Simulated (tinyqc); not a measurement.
From lone donors to an impurity band: impurity band of shallow donors (Hubbard estimate).

Constants: e^2/(4 pi eps0) = 14.39964547 eV angstrom.

Inputs chosen for the exercise (out of a larger set: near those of two donors in GaAs; not measured data):

| symbol | value | unit | meaning |
|---|---|---|---|
| a | 107.3 | angstrom | orbital radius |
| eps | 13.2 |  | dielectric constant |
| Ns | (0.00016, 0.00039, 0.00094, 0.0023, 0.0055, 0.012, 0.023) | x 1e18/cm^3 | donor densities |

Donors on a simple cubic lattice of spacing R = N^(-1/3) (1/angstrom^3 = 1e24/cm^3), Ha* = q/(eps a), q = e^2/(4 pi eps0), x = R/a. Hopping t = Ha* (1 + x) exp(-x), band width B = 12 t, on-site repulsion U = (5/8) Ha*; the gap closes near B/U = 1.15. Valley factors and disorder are left out.

Results:

| N (1e18/cm^3) | R (angstrom) | N^(1/3) a | t (meV) | B (meV) | B/U |
|---|---|---|---|---|---|
| 0.00016 | 1842.0 | 0.058 | 6.47e-06 | 7.76e-05 | 1.22e-05 |
| 0.00094 | 1020.8 | 0.105 | 0.00789 | 0.0947 | 0.0149 |
| 0.0023 | 757.6 | 0.142 | 0.0704 | 0.844 | 0.133 |
| 0.0055 | 566.5 | 0.189 | 0.325 | 3.90 | 0.614 |
| 0.012 | 436.8 | 0.246 | 0.880 | 10.6 | 1.66 |
| 0.023 | 351.6 | 0.305 | 1.64 | 19.7 | 3.10 |

Give the missing row, N (1e18/cm^3) = 0.00039.

Computed row:
```
N (1e18/cm^3)  R (angstrom)  N^(1/3) a   t (meV)  B (meV)       B/U
0.00039              1368.7      0.078  0.000403  0.00484  0.000762
```

B/U passes 1.15 between 0.0055 and 0.012 x 1e18/cm^3; the root is x = 4.52, N^(1/3) a = 0.221, N = 0.0087 x 1e18/cm^3, below the 0.014 that the empirical rule N^(1/3) a = 0.26 gives; the estimate is rough, since random positions, the overlap of the orbitals and screening are left out. While N grows by 144 times, t grows by 2.54e+05 times.

tinyqc: `OMP_NUM_THREADS=1 python tinyqc.py 1252109 1252110 out.jsonl`; about 0.01 s, one thread, shared Intel(R) Xeon(R) Processor @ 2.30GHz.
